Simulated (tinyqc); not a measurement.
Cell-based percolation model of oxide breakdown: one step of the calculation.

The oxide, of thickness n a, is cut into cubic cells. A cell is defective with the chance l = 1 - exp(-a^3 N), N = N1 (t/1 s)^al. A column of n defective cells breaks the oxide down, and the area holds M = A/a^2 independent columns: 1 - F = (1 - l^n)^M.

Question. Critical defect density. At F = 1 - 1/e: l_c = (1 - exp(-1/M))^(1/n), N_bd = -ln(1 - l_c)/a^3, t63 = (N_bd/N1)^(1/al). W = ln(-ln(1 - F)); for small l, W = ln M + n ln(a^3 N), so the Weibull slope is n al.

Values chosen for this exercise:
- a = 0.9 nm (edge of a cell)
- n = 6 (cells across the oxide)
- A = 1.4 um^2 (area)
- al = 0.39 (exponent of defect growth)
- N1 = 1.2e18 cm^-3 (defect density after 1 s)

Give: thickness; M; l_c; N_bd; N_bd times thickness; t63; n al.

Answer.

thickness = 5.4000 nm
M = 1.7284e6
l_c = 0.091284
N_bd = 1.3131e20 cm^-3
N_bd times thickness = 7.0905e13 cm^-2
t63 = 1.6923e5 s
n al = 2.3400

tinyqc, about 0.01 s, one thread, Intel Xeon 2.30GHz (shared host): `OMP_NUM_THREADS=1 python tinyqc.py 2070029 2070030 out.jsonl`
